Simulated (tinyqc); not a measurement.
Order-disorder in a binary alloy on two sublattices: Bragg-Williams and pair (quasi-chemical) approximations: one step, computed by the program tinyqc. Command: `OMP_NUM_THREADS=1 python tinyqc.py 3024205 3024206 out.jsonl order walk`. One thread of a shared host (Intel(R) Xeon(R) Processor @ 2.30GHz), about 0.01 s of CPU time with the checks.

All z = 8 neighbours of a site lie on the other sublattice. B fills the sublattices with x + eta/2 and x - eta/2; energies are per site, from the pure components: u = -z w y with y the probability of an A-B bond taken in one order.

Question. Energy, entropy and site fractions. a = x + eta/2, b = x - eta/2; u = -z w [x (1 - x) + eta^2/4]; s/k_B = [s2(a) + s2(b)]/2, s2(c) = -c ln c - (1 - c) ln(1 - c); gain on ordering = f(eta) - f(0), f = u - T s. Superlattice over fundamental intensity = [eta (f_B - f_A)/2]^2/[(1 - x) f_A + x f_B]^2.

Inputs (values chosen for the exercise, for a model alloy): ordering energy w = (e_AA + e_BB)/2 - e_AB = 17.4 meV; fraction x of B = 0.4; temperature T = 528 K.

Lattice: bcc (B2 order, z = 8).

scattering factors f_A, f_B (electrons): 27  57

order parameter eta = 0.7272848

Constants: k_B = 8.617333262e-05 eV/K.

Give: B fraction on its own sublattice; B fraction on the A sublattice; energy u; entropy s; gain on ordering; intensity ratio.

Answer.

B fraction on its own sublattice = 0.7636

B fraction on the A sublattice = 0.03636

energy u = -51.82 meV/site

entropy s = 0.3515 k_B/site

gain on ordering = -3.779 meV/site

intensity ratio = 0.07825

A on the B sublattice: 0.2364, of which 0.2000 is forced by composition.
